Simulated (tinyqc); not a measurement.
Worked calculation: ellipsoidal valleys in the axes of a wafer and a channel. Values are carried at full precision from step to step, so a last printed digit may differ when a step is redone from the rounded ones.

Valleys with axes a along [111], [1-1-1], [-11-1] and [-1-11], one whole valley each; inverse mass tensor w = 1/mt + (1/ml - 1/mt) a a. Device axes: z = nz/|nz|, x = nx/|nx|, y = z cross x; in them a = (ax, ay, az). Confinement mass mz = 1/w_zz. In the plane w_ij is replaced by u_ij = w_ij - w_iz w_jz/w_zz (i, j = x, y); density-of-states mass md = 1/sqrt(det u); conductivity mass along x mc = 1/u_xx; ballistic transport mass mx = u_yy/det u, width mass my = 1/u_yy.

Constants: hbar^2/2m0 = 3.80998211 eV angstrom^2; kB = 8.617333262e-05 eV/K.

Values chosen for the exercise (near those of the L valleys of Ge; the results hold for these values, not for the real material): ml = 1.566 m0 (longitudinal mass); mt = 0.084 m0 (transverse mass); nz = (1, 1, 0) (surface normal (confinement)); nx = (1, -1, 0) (channel direction); t = 6.4 nm (thickness of the film); T = 300 K (temperature).

## Device axes and valley axes

Give the rows x, y, z in cubic components and each valley axis in device components.

device axes, rows x, y, z; columns [100], [010], [001]:
```
[[0.7071, -0.7071, 0.0000],
 [0.0000, 0.0000, -1.0000],
 [0.7071, 0.7071, 0.0000]]
```

valley axes, rows [111], [1-1-1], [-11-1], [-1-11]; columns ax, ay, az:
```
[[0.00000, -0.57735, 0.81650],
 [0.81650, 0.57735, 0.00000],
 [-0.81650, 0.57735, 0.00000],
 [0.00000, -0.57735, -0.81650]]
```

## Tensors of the valley [-1-11]

Form w and the reduced tensor u.

w (1/m0), rows x, y, z and columns alike:
```
[[11.9048, 0.0000, 0.0000],
 [0.0000, 8.1494, -5.3109],
 [0.0000, -5.3109, 4.3940]]
```

u (1/m0), rows x, y and columns alike:
```
[[11.9048, 0.0000],
 [0.0000, 1.7301]]
```

The axis is tilted against the normal, so w_xz or w_yz is not zero and the reduction changes the masses in the plane.

## Masses of all valleys

Give mz, md, mc, mx and my.

Masses (m0):
```
valley       mz      md      mc      mx      my
[111]    0.2276  0.2203  0.0840  0.0840  0.5780
[1-1-1]  0.0840  0.3627  0.2276  1.0720  0.1227
[-11-1]  0.0840  0.3627  0.2276  1.0720  0.1227
[-1-11]  0.2276  0.2203  0.0840  0.0840  0.5780
```

mz md^2 = ml mt^2 = 0.01105 for every valley, so a heavy confinement mass comes with a small density of states. The heaviest mz is 0.228, for [111] and [-1-11].

## Subbands and shares in a film

Hard walls: E_n = c (n pi/t)^2/mz, c = hbar^2/2m0, n = 1, 2, 3. Non-degenerate share of a valley proportional to md sum_n exp(-E_n/kT); mean 1/mc = sum of share/mc. 1 nm = 10 angstrom.

Give the ladders, the shares and the mean conductivity mass.

Subbands:
```
valley   E1 (meV)  E2 (meV)  E3 (meV)  share
[111]        40.3     161.4     363.0  0.449
[1-1-1]     109.3     437.2     983.6  0.051
[-11-1]     109.3     437.2     983.6  0.051
[-1-11]      40.3     161.4     363.0  0.449
```

mean mc = 0.0898 m0

The lowest ladder ([111] and [-1-11]) holds 90 % of the electrons in these valleys, the next starts 69 meV higher.

## Checks

- mz md^2 against ml mt^2: they agree to 1e-10 or better.
- mx my against md^2: they agree to 1e-10 or better.

Program tinyqc; command `OMP_NUM_THREADS=1 python tinyqc.py 1881169 1881170 out.jsonl`; about 0.01 s on one thread of a shared Intel(R) Xeon(R) Processor @ 2.30GHz.
